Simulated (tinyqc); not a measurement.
RKS/BLYP in the sto-3g basis, for BeH2, spin multiplicity 1, step by step. One step of it, computed by the program tinyqc.

Question. Iteration 1: building the Kohn-Sham matrix. J_ij = sum D_kl (ij|kl); F = H + J + V_xc; E = tr D H + tr D J / 2 + E_xc + E_nn.

D at the start:
```
            1Be 1s     1Be 2s    1Be 2px    1Be 2py    1Be 2pz      2H 1s      3H 1s
1Be 1s    0.031546  -0.237344   0.000000   0.000000   0.000000   0.220574   0.220574
1Be 2s   -0.237344   1.785716   0.000000   0.000000   0.000000  -1.659547  -1.659547
1Be 2px   0.000000   0.000000   1.365399   0.000000  -0.930851   0.000000   0.000000
1Be 2py   0.000000   0.000000   0.000000   2.310087   0.000000  -2.272051   2.272051
1Be 2pz   0.000000   0.000000  -0.930851   0.000000   0.634601   0.000000   0.000000
2H 1s     0.220574  -1.659547   0.000000  -2.272051   0.000000   3.776935  -0.692348
3H 1s     0.220574  -1.659547   0.000000   2.272051   0.000000  -0.692348   3.776935
```

core Hamiltonian H = T + V (hartree):
```
            1Be 1s     1Be 2s    1Be 2px    1Be 2py    1Be 2pz      2H 1s      3H 1s
1Be 1s   -8.629071  -2.129998   0.000000   0.000000   0.000000  -0.518319  -0.518319
1Be 2s   -2.129998  -2.820892   0.000000   0.000000   0.000000  -1.219333  -1.219333
1Be 2px   0.000000   0.000000  -2.279097   0.000000   0.000000   0.000000   0.000000
1Be 2py   0.000000   0.000000   0.000000  -2.501146   0.000000  -1.277156   1.277156
1Be 2pz   0.000000   0.000000   0.000000   0.000000  -2.279097   0.000000   0.000000
2H 1s    -0.518319  -1.219333   0.000000  -1.277156   0.000000  -2.171116  -0.107121
3H 1s    -0.518319  -1.219333   0.000000   1.277156   0.000000  -0.107121  -2.171116
```

Two-electron integrals (ij|kl) in chemists' order, unique and non-zero (hartree):
```
(11|11) 2.298831    (21|11) 0.392036    (21|21) 0.079539    (22|11) 0.570988
(22|21) 0.143041    (22|22) 0.417683    (31|31) 0.014607    (32|31) 0.021888
(32|32) 0.092265    (33|11) 0.569578    (33|21) 0.143083    (33|22) 0.417589
(33|33) 0.449859    (41|41) 0.014607    (42|41) 0.021888    (42|42) 0.092265
(43|43) 0.024249    (44|11) 0.569578    (44|21) 0.143083    (44|22) 0.417589
(44|33) 0.401360    (44|44) 0.449859    (51|51) 0.014607    (52|51) 0.021888
(52|52) 0.092265    (53|53) 0.024249    (54|54) 0.024249    (55|11) 0.569578
(55|21) 0.143083    (55|22) 0.417589    (55|33) 0.401360    (55|44) 0.401360
(55|55) 0.449859    (61|11) 0.093184    (61|21) 0.018892    (61|22) 0.034236
(61|33) 0.033988    (61|41) 0.001688    (61|42) 0.003164    (61|44) 0.034751
(61|55) 0.033988    (61|61) 0.004710    (62|11) 0.212627    (62|21) 0.053973
(62|22) 0.170019    (62|33) 0.163737    (62|41) 0.007092    (62|42) 0.042304
(62|44) 0.182432    (62|55) 0.163737    (62|61) 0.014174    (62|62) 0.100432
(63|31) 0.005126    (63|32) 0.023552    (63|43) 0.007459    (63|63) 0.009628
(64|11) 0.223403    (64|21) 0.057432    (64|22) 0.189823    (64|33) 0.178580
(64|41) 0.011588    (64|42) 0.066067    (64|44) 0.212116    (64|55) 0.178580
(64|61) 0.015816    (64|62) 0.127920    (64|64) 0.168885    (65|51) 0.005126
(65|52) 0.023552    (65|54) 0.007459    (65|65) 0.009628    (66|11) 0.378051
(66|21) 0.097737    (66|22) 0.343823    (66|33) 0.318833    (66|41) 0.015573
(66|42) 0.118056    (66|44) 0.393533    (66|55) 0.318833    (66|61) 0.026437
(66|62) 0.254516    (66|64) 0.345113    (66|66) 0.774606    (71|11) 0.093184
(71|21) 0.018892    (71|22) 0.034236    (71|33) 0.033988    (71|41) -0.001688
(71|42) -0.003164   (71|44) 0.034751    (71|55) 0.033988    (71|61) 0.004294
(71|62) 0.011954    (71|64) 0.012221    (71|66) 0.021323    (71|71) 0.004710
(72|11) 0.212627    (72|21) 0.053973    (72|22) 0.170019    (72|33) 0.163737
(72|41) -0.007092   (72|42) -0.042304   (72|44) 0.182432    (72|55) 0.163737
(72|61) 0.011954    (72|62) 0.053655    (72|64) 0.054281    (72|66) 0.100809
(72|71) 0.014174    (72|72) 0.100432    (73|31) 0.005126    (73|32) 0.023552
(73|43) -0.007459   (73|63) 0.004148    (73|73) 0.009628    (74|11) -0.223403
(74|21) -0.057432   (74|22) -0.189823   (74|33) -0.178580   (74|41) 0.011588
(74|42) 0.066067    (74|44) -0.212116   (74|55) -0.178580   (74|61) -0.012221
(74|62) -0.054281   (74|64) -0.052560   (74|66) -0.100312   (74|71) -0.015816
(74|72) -0.127920   (74|74) 0.168885    (75|51) 0.005126    (75|52) 0.023552
(75|54) -0.007459   (75|65) 0.004148    (75|75) 0.009628    (76|11) 0.018179
(76|21) 0.004495    (76|22) 0.012662    (76|33) 0.012463    (76|44) 0.013054
(76|55) 0.012463    (76|61) 0.001080    (76|62) 0.005292    (76|64) 0.006004
(76|66) 0.010998    (76|71) 0.001080    (76|72) 0.005292    (76|74) -0.006004
(76|76) 0.000391    (77|11) 0.378051    (77|21) 0.097737    (77|22) 0.343823
(77|33) 0.318833    (77|41) -0.015573   (77|42) -0.118056   (77|44) 0.393533
(77|55) 0.318833    (77|61) 0.021323    (77|62) 0.100809    (77|64) 0.100312
(77|66) 0.190460    (77|71) 0.026437    (77|72) 0.254516    (77|74) -0.345113
(77|76) 0.010998    (77|77) 0.774606
```

nuclear repulsion = 3.23830547 hartree

V_xc (hartree):
```
            1Be 1s     1Be 2s    1Be 2px    1Be 2py    1Be 2pz      2H 1s      3H 1s
1Be 1s   -0.503559  -0.122080   0.000000   0.000000   0.000000  -0.028862  -0.028862
1Be 2s   -0.122080  -0.329237   0.000000   0.000000   0.000000  -0.162949  -0.162949
1Be 2px   0.000000   0.000000  -0.338665   0.000000   0.040640   0.000000   0.000000
1Be 2py   0.000000   0.000000   0.000000  -0.344155   0.000000  -0.200899   0.200899
1Be 2pz   0.000000   0.000000   0.040640   0.000000  -0.306029   0.000000   0.000000
2H 1s    -0.028862  -0.162949   0.000000  -0.200899   0.000000  -0.509031  -0.010686
3H 1s    -0.028862  -0.162949   0.000000   0.200899   0.000000  -0.010686  -0.509031
```

E_xc = sum of w rho eps_xc = -2.36011164 hartree

Give: Coulomb J; Kohn-Sham matrix F; total energy of this density.

Answer.

Coulomb J (hartree):
```
         1Be 1s  1Be 2s  1Be 2px  1Be 2py  1Be 2pz   2H 1s    3H 1s
1Be 1s   2.8320  0.7152   0.0000   0.0000   0.0000  0.1721   0.1721
1Be 2s   0.7152  2.2519   0.0000   0.0000   0.0000  1.0405   1.0405
1Be 2px  0.0000  0.0000   2.2031   0.0000  -0.0451  0.0000   0.0000
1Be 2py  0.0000  0.0000   0.0000   2.3842   0.0000  1.2413  -1.2413
1Be 2pz  0.0000  0.0000  -0.0451   0.0000   2.1677  0.0000   0.0000
2H 1s    0.1721  1.0405   0.0000   1.2413   0.0000  2.5737   0.0699
3H 1s    0.1721  1.0405   0.0000  -1.2413   0.0000  0.0699   2.5737
```

Kohn-Sham matrix F (hartree):
```
          1Be 1s   1Be 2s  1Be 2px  1Be 2py  1Be 2pz    2H 1s    3H 1s
1Be 1s   -6.3007  -1.5368   0.0000   0.0000   0.0000  -0.3751  -0.3751
1Be 2s   -1.5368  -0.8982   0.0000   0.0000   0.0000  -0.3418  -0.3418
1Be 2px   0.0000   0.0000  -0.4146   0.0000  -0.0045   0.0000   0.0000
1Be 2py   0.0000   0.0000   0.0000  -0.4611   0.0000  -0.2367   0.2367
1Be 2pz   0.0000   0.0000  -0.0045   0.0000  -0.4174   0.0000   0.0000
2H 1s    -0.3751  -0.3418   0.0000  -0.2367   0.0000  -0.1065  -0.0479
3H 1s    -0.3751  -0.3418   0.0000   0.2367   0.0000  -0.0479  -0.1065
```

total energy of this density = -3.237015 hartree
